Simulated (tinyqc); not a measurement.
The decay curve: photoconductance decay in a wafer: bulk and surface recombination modes, and iron detection by pair splitting. Computed by tinyqc, a small Python program. Command: `OMP_NUM_THREADS=1 python tinyqc.py 3112996 3112997 out.jsonl pcd walk`. One thread of a shared host (Intel(R) Xeon(R) Processor @ 2.30GHz), about 0.01 s of CPU time with the checks.

Both faces of the wafer have the same S; injection is low and all coefficients are constant. x runs from -W/2 to W/2.

Inputs (values chosen for the exercise, modelled on p-type silicon):

| quantity | value | unit |
|---|---|---|
| thickness W | 300 | micrometre |
| diffusivity D | 24.9 | cm^2/s |
| bulk lifetime tau_b without iron | 22 | microsecond |
| surface recombination velocity S | 4400 | cm/s |
| absorption coefficient alpha | 1300 | 1/cm |

Method:
- Even modes cos(a x) obey b tan b = S W/(2 D) with b = a W/2, odd modes sin(a x) obey -b cot b = S W/(2 D); each decays at the rate 1/tau_b + D a^2.
- tau_eff is the decay time of the first mode. The surface time is 1/(D a^2) of that mode; shortcuts for it are W/(2 S), W^2/(pi^2 D) and their sum, whose error is sum/surface time - 1.
- Light from one face makes n(x, 0) proportional to exp(-alpha (x + W/2)). Only even modes carry the thickness average: weight c_n = [sin b/b] int n cos(a x) dx / (int cos^2(a x) dx x mean n), with int exp(-alpha (x + W/2)) cos(a x) dx = [alpha cos b (1 - E) + a sin b (1 + E)]/(alpha^2 + a^2), E = exp(-alpha W), and int cos^2 = W/2 + sin(2 b)/(2 a).
- Mean density = sum_n c_n exp(-t/tau_n) over 60 modes; the local decay time is -1/(d ln n/dt).

W^2/(pi^2 D) = 3.66221 microsecond

tau_eff = 5.15382 microsecond

Decay:

| t / (W^2/(pi^2 D)) | t (microsecond) | mean density/start | local decay time (microsecond) |
|---|---|---|---|
| 0.02 | 0.0732 | 0.85383 | 0.7024 |
| 0.05 | 0.1831 | 0.75558 | 1.1042 |
| 0.10 | 0.3662 | 0.66005 | 1.6181 |
| 0.20 | 0.7324 | 0.55034 | 2.4361 |
| 0.50 | 1.8311 | 0.39462 | 4.1620 |
| 1.00 | 3.6622 | 0.26826 | 5.0605 |
| 2.00 | 7.3244 | 0.13148 | 5.1533 |

What follows from these numbers?

The local decay time goes from 0.702 to 5.15 microsecond against tau_eff = 5.15. Early on higher modes speed the decay, so a fit must start late.
